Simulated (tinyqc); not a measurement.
From results back to parameters: valley splitting in a one-orbital chain of atomic planes (second-neighbour model). Two cases, with inputs chosen for the exercise.

Problem. For E(phi) = e0 + 2 v cos(phi) + 2 u cos(2 phi) with u, v > 0 and planes a/4 apart, the heights of the band at phi = 0 and phi = pi above its minimum were computed from hidden u and v; c = hbar^2/2m0.

Constants: hbar^2/2m0 = 3.80998211 eV angstrom^2.

Case 1.

Values chosen (out of a larger set: near those of the Delta valleys of silicon; abrupt walls in this chain split the valleys several times more than measured wells; not measured data): a = 5.44 angstrom (lattice constant; planes lie a/4 apart).

E(0) - Emin = 3.726270 eV
E(pi) - Emin = 1.358270 eV

Case 2.

Values chosen (out of a larger set: near those of the Delta valleys of silicon; abrupt walls in this chain split the valleys several times more than measured wells; not measured data): a = 5.42 angstrom (lattice constant; planes lie a/4 apart).

E(0) - Emin = 3.710859 eV
E(pi) - Emin = 1.558859 eV

Find: u, v; phi0; mass at the minimum.

Solution. E - Emin = 4u (cos(phi) + v/(4u))^2. The difference of the two heights is 4v, and for v < 4u the sum of their square roots is 4 sqrt(u). The mass is (2c)/((a/4)^2 (8u - v^2/(2u))).

Case 1.

u, v (eV): 0.599  0.592

phi0 = 1.8205 rad
mass at the minimum = 0.916 m0

Case 2.

u, v (eV): 0.630  0.538

phi0 = 1.7859 rad
mass at the minimum = 0.863 m0

Computed by tinyqc, one run a case: `OMP_NUM_THREADS=1 python tinyqc.py N N+1 out.jsonl` with N = 1450730, 1450766; one thread of a shared Intel(R) Xeon(R) Processor @ 2.30GHz, about 0.01 s a run at most.
